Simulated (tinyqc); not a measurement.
Rapid thermal processing of a wafer: radiative balance, ramp and cooling, pattern effects, pyrometer error and spike budget: one step, computed by the program tinyqc.

The wafer is opaque and uniform through its thickness unless said otherwise; temperatures in formulas are in kelvin (C + 273.15). sigma = 5.670374419e-12 W/(cm^2 K^4).

Question. Pattern effect. At steady state a sinusoidal change of absorbed power of relative amplitude a and period p gives the temperature amplitude a q/(dq/dT + k d (2 pi/p)^2); healing length l = sqrt(k d/(dq/dT)); process change = E_a dT/(k_B T^2). Emissivity is taken as unchanged.

Inputs (values chosen for the exercise, modelled on a hot silicon wafer): wafer thickness d = 625 micrometre; thermal conductivity k = 0.29 W/(cm K); wall temperature T_w = 300 K; process temperature = 1140 C; relative change of absorptivity over a pattern = 2 %; period of the pattern = 2.9 mm; activation energy of the process E_a = 3.46 eV.

dq/dT = 70.55719 mW/(cm^2 K)

holding power q = 27.00597 W/cm^2

Constants: k_B = 8.617333262e-05 eV/K.

Give: healing length l; amplitude without lateral conduction; amplitude; change of the process rate.

Answer.

healing length l = 5.068 mm

amplitude without lateral conduction = 7.655 K

amplitude = 0.06296 K

change of the process rate = 0.1266 %

Lateral conduction cuts the amplitude to 0.82 %, since p/(2 pi l) = 0.091.
